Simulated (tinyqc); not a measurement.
Implanted layer, carriers, mobility and sheet resistance with incomplete ionisation: effect of the temperature.

A p-type layer from the surface x = 0 to the junction xj, N(x) = N0 exp(-(x - Rp)^2/(2 sg^2)). Local neutrality (no depletion at surface or junction, no spilling of carriers), intrinsic carriers neglected, Boltzmann statistics.

NB is given at 250 K and scales as (T/250 K)^1.5. xj = Rp + sg sqrt(2 ln(N0/Nb)). Active dopant A = min(N, Ns); p solves p (p + Nb)/(A - Nb - p) = K, K = (NB/gd) exp(-E/Vt), E = max(Ei - ks A^(1/3), 0), so p = 2 K (A - Nb)/[Nb + K + sqrt((Nb + K)^2 + 4 K (A - Nb))]; mobility mu = m1 + (m2 (T/300 K)^(-bt) - m1)/(1 + ((A + Nb)/Nr)^am). Dose = integral of N, carrier sheet density = integral of p, 1/Rs = q integral of p mu, mean mobility 1/(q Rs sheet density), Hall mobility (unit Hall factor) = integral of p mu^2 over integral of p mu, Hall sheet density = (integral of p mu)^2/integral of p mu^2; all from 0 to xj. Integrals on 4000 steps.

Inputs (values chosen for the exercise); values close to those of boron in silicon over an n-type background:
- Nb = 3e16 cm^-3 (background doping of the opposite type)
- N0 = 1.1e18 cm^-3 (peak chemical concentration)
- m1 = 43.9 cm^2/(V s) (mobility limit at high doping)
- m2 = 485 cm^2/(V s) (mobility limit at low doping, at 300 K)
- Nr = 2.25e17 cm^-3 (reference doping of the mobility law)
- am = 0.701 (exponent of the mobility law)
- bt = 1.9 (temperature exponent of m2)
- Ns = 2.07e20 cm^-3 (solubility limit of active dopant)
- NB = 2.03e19 cm^-3 (valence-band density of states at the reference temperature)
- Ei = 0.0439 eV (ionisation energy in the dilute limit)
- gd = 4 (degeneracy factor of the level)
- ks = 6.7e-9 eV cm (lowering of Ei per N^(1/3))
- sg = 44 nm (straggle after annealing)
- Rp = 26 nm (projected range)

Constants: q = 1.602176634e-19 C, kB = 1.380649e-23 J/K, Vt = kB T/q. Results are converted to the units shown.

The same in every row: xj (nm) = 144.1; dose (cm^-2) = 8.724e12.

Results:
```
T (K),carriers (cm^-2),Rs (ohm/square),mean mobility (cm^2/(V s)),Rs xj (ohm nm),Hall/true sheet density
150,2.651e12,4111,572.8,5.923e5,0.9368
200,4.118e12,4433,341.9,6.387e5,0.9464
250,5.204e12,5151,232.9,7.422e5,0.9557
350,6.502e12,7032,136.5,1.013e6,0.9707
400,6.880e12,8051,112.7,1.160e6,0.9766
450,7.154e12,9068,96.21,1.307e6,0.9816
500,7.356e12,1.006e4,84.35,1.449e6,0.9858
550,7.509e12,1.101e4,75.50,1.586e6,0.9892
```

Estimate the missing row, T = 300 K.

Computed row:
```
T (K),carriers (cm^-2),Rs (ohm/square),mean mobility (cm^2/(V s)),Rs xj (ohm nm),Hall/true sheet density
300,5.967e12,6048,172.9,8.715e5,0.9638
```

With this row back in the table: As T goes from 150 to 550, xj stays at 144 nm, Rs rises from 4110 to 11000 ohm/square, the mean mobility falls from 573 to 75.5 cm^2/(V s) and the share of the dose that conducts rises from 30.4 to 86.1 %.

Numbers from tinyqc (`OMP_NUM_THREADS=1 python tinyqc.py 2110001 2110002 out.jsonl`; about 0.01 s on one thread of a shared Intel Xeon 2.30GHz).
